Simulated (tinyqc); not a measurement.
# Metal-interlayer-semiconductor contact, depinning against tunnelling resistance: two studies

Zero bias, n-type semiconductor. Gap states at the semiconductor surface thin out as exp(-be ti), which unpins the barrier; electrons must then cross the interlayer (a rectangular barrier, no voltage drop across it) and the parabolic depleted layer, both by WKB. Energies E are counted from the Fermi level; no image force, parabolic bands.

Values chosen for this exercise; semiconductor values close to those of silicon; interlayer mass of the order of that in lanthanum oxide, offset chosen freely:
- T = 300 K (temperature)
- Eg = 1.15 eV (band gap)
- eps_r = 11.6 (relative permittivity)
- chi = 4.17 eV (electron affinity)
- Nc = 2.8e19 cm^-3 (conduction-band density of states at T)
- mt = 0.192 m0 (tunnelling mass in the semiconductor)
- mA = 2.04 m0 (Richardson mass)
- Nd = 5.2e19 cm^-3 (donor density)
- E0 = 0.37 eV (charge-neutrality level above the valence band)
- S0 = 0.26 (pinning factor without interlayer)
- phiM = 4.21 eV (metal work function)
- ti = 1.2 nm (interlayer thickness)
- dE = 2.05 eV (conduction-band offset of the interlayer above the semiconductor)
- mi = 0.3 m0 (tunnelling mass in the interlayer)
- be = 1.7 1/nm (decay constant of gap states through the interlayer)

Constants: q = 1.602176634e-19 C, kB = 1.380649e-23 J/K, eps0 = 8.8541878128e-12 F/m, hbar = 1.054571817e-34 J s, h = 6.62607015e-34 J s, m0 = 9.1093837015e-31 kg, Vt = kB T/q, hbar^2/(2 m0) = 0.0380998212 eV nm^2. Results are converted to the units shown.

Each table varies one quantity; the others keep the values above.

## Contact resistivity against the interlayer thickness

S = 1/(1 + (1/S0 - 1) exp(-be ti)); phiB = S (phiM - chi) + (1 - S)(Eg - E0); xi = Ec - EF deep inside, from Nd = Nc F(-xi/Vt), F(x) = (2/sqrt(pi)) int_0^infinity sqrt(u) du/(1 + exp(u - x)); band bending U = phiB - xi; E00 = (hbar/2) sqrt(Nd/(eps0 eps_r mt m0)) in volts; A = 4 pi q mA m0 kB^2/h^3. With U = phiB - xi: for xi < E < phiB, y = (E - xi)/U and G1 = (U/E00) [sqrt(1 - y) - y ln((1 + sqrt(1 - y))/sqrt(y))], G1 = 0 above phiB; G2 = 2 ti sqrt(mi max(phiB + dE - E, 0)/C), C = hbar^2/(2 m0); f = 1/(1 + exp(E/Vt)); 1/rho_c = (A T^2/Vt^2) times the integral of exp(-G1 - G2) f over E from xi upwards. Shares under 0.001 % are printed as 0; rows without band bending are left out.

The same in every row: E00/Vt = 3.47.

Contact resistivity against the interlayer thickness:
```
ti (nm),S,phiB (eV),rho_c (ohm cm^2),rho_c with G2 = 0 (ohm cm^2),peak of the integrand (eV),share above phiB (%)
0,0.260,0.588,2.14e-7,2.14e-7,0.00885,0
0.4,0.410,0.477,2.33e-6,6.73e-8,0.00800,0
0.8,0.578,0.352,1.88e-5,1.87e-8,0.00626,0.00325
1.2,0.730,0.240,1.52e-4,6.04e-9,0.00385,0.0835
1.6,0.842,0.157,0.00157,2.72e-9,0.00127,0.884
2,0.913,0.104,0.0224,1.70e-9,-9.17e-4,3.93
2.4,0.954,0.0740,0.407,1.32e-9,-0.00232,9.29
2.8,0.976,0.0576,8.60,1.16e-9,-0.00287,14.9
3.2,0.988,0.0490,197,1.09e-9,-0.00271,19.3
```

As ti goes from 0 to 3.2, phiB falls from 0.588 to 0.0490 eV and rho_c rises from 2.14e-7 to 197 ohm cm^2. No thickness listed beats the bare contact: tunnelling through the layer costs more than the change of the barrier gains. The ratio of rho_c to its value with G2 = 0 runs from 1.00 to 1.80e11.

## Contact resistivity against the donor density

Same model as above.

The same in every row: S = 0.730; phiB (eV) = 0.240.

Contact resistivity against the donor density:
```
Nd (cm^-3),E00/Vt,rho_c (ohm cm^2),rho_c with G2 = 0 (ohm cm^2),peak of the integrand (eV),share above phiB (%)
9.3e17,0.464,0.0406,2.47e-6,0.214,22.4
2.1e18,0.697,0.0199,1.13e-6,0.182,10.9
4.7e18,1.04,0.00725,3.74e-7,0.130,4.00
1.1e19,1.60,0.00190,8.84e-8,0.0683,1.05
2.4e19,2.36,5.14e-4,2.20e-8,0.0296,0.283
5.3e19,3.50,1.47e-4,5.87e-9,0.00331,0.0811
1.2e20,5.27,4.80e-5,1.78e-9,-0.0171,0.0264
2.7e20,7.91,1.91e-5,6.58e-10,-0.0333,0.0105
6e20,11.8,9.22e-6,2.88e-10,-0.0461,0.00508
```

What does the table show?

As Nd goes from 9.3e17 to 6e20, phiB stays at 0.240 eV and rho_c falls from 0.0406 to 9.22e-6 ohm cm^2. rho_c goes as Nd^(-0.88) between the first two rows and Nd^(-0.91) between the last two, while E00/Vt goes from 0.464 to 11.8 and the share above the barrier from 22.4 to 0.00508 %. The ratio of rho_c to its value with G2 = 0 runs from 16400 to 32000.

Range of the model: The depletion charge would drop about 0.12 V across such an interlayer (eps_r near 25) at ti = 1.2 nm and Nd = 5.2e19 cm^-3, against a band bending of 0.27 V; this model leaves that drop out.

Numbers from tinyqc (`OMP_NUM_THREADS=1 python tinyqc.py 2270040 2270041 out.jsonl`; about 0.03 s on one thread of a shared Intel Xeon 2.30GHz).
